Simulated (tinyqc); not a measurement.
Worked calculation: bound state in one dimension: Numerov shooting, finite differences, DVR. Computed by tinyqc, a small Python program that keeps every step. Settings: points = 96. Command: `OMP_NUM_THREADS=1 python tinyqc.py 26212 26213 out.jsonl` (the two numbers bound the seeds that draw the settings). One thread of a shared host (Intel(R) Xeon(R) Processor @ 2.60GHz), about 0.01 s of CPU time with the checks.

## Numerov steps at E = 0.1

One particle of mass 1 in V = 0.96^2 x^2/2 + 0 x^4 (atomic units), psi = 0 at both ends:
```
parameter                 value
left end              -4.500000
right end              4.500000
intervals                    96
h                      0.093750
state sought (nodes)          2
```

k_i = 2 m (E - V_i); (1 + h^2 k_(i+1)/12) y_(i+1) = 2 (1 - 5 h^2 k_i/12) y_i - (1 + h^2 k_(i-1)/12) y_(i-1), from y_0 = 0, y_1 = 0.001.

Points along the way:
```
i          x        V          k         y
0   -4.50000  9.33120  -18.46240   0.00000
1   -4.40625  8.94645  -17.69290   0.00100
2   -4.31250  8.56980  -16.93960   0.00216
3   -4.21875  8.20125  -16.20250   0.00364
4   -4.12500  7.84080  -15.48160   0.00564
5   -4.03125  7.48845  -14.77690   0.00841
32  -1.50000  1.03680   -1.87360  10.14443
33  -1.40625  0.91125   -1.62250  11.80091
34  -1.31250  0.79380   -1.38760  13.62541
35  -1.21875  0.68445   -1.16890  15.61577
36  -1.12500  0.58320   -0.96640  17.76624
37  -1.03125  0.49005   -0.78010  20.06730
```

## Bisection on the node count

With more sign changes than the state has nodes (the last point included) the energy is too high, else too low; the bracket starts as 0.1 to 12.

Trials:
```
trial          E  sign changes  y at the right end   next
1      6.0500000             6            5.49e-02  lower
2      3.0750000             3           -1.24e+01  lower
3      1.5875000             2            3.81e+02  raise
4      2.3312500             2            2.17e+01  raise
5      2.7031250             3           -3.14e+01  lower
6      2.5171875             3           -2.24e+01  lower
7      2.4242188             3           -6.02e+00  lower
8      2.3777344             2            6.26e+00  raise
9      2.4009766             3           -2.57e-01  lower
10     2.3893555             2            2.90e+00  raise
11     2.3951660             2            1.30e+00  raise
12     2.3980713             2            5.15e-01  raise
13     2.3995239             2            1.27e-01  raise
14     2.4002502             3           -6.53e-02  lower
...          ...           ...                 ...    ...
29     2.4000039             2            4.30e-06  raise
30     2.4000039             2            1.36e-06  raise
31     2.4000039             3           -1.14e-07  lower
```

eigenvalue = 2.4000039 hartree

## The same grid by other methods

Three-point finite differences and the sine-DVR kinetic matrix of Colbert and Miller on the same points.

Lowest levels (hartree):
```
state  finite differences      DVR
0                 0.47975  0.48000
1                 1.43873  1.44000
2                 2.39672  2.40001
3                 3.35377  3.36011
4                 4.31044  4.32086
```
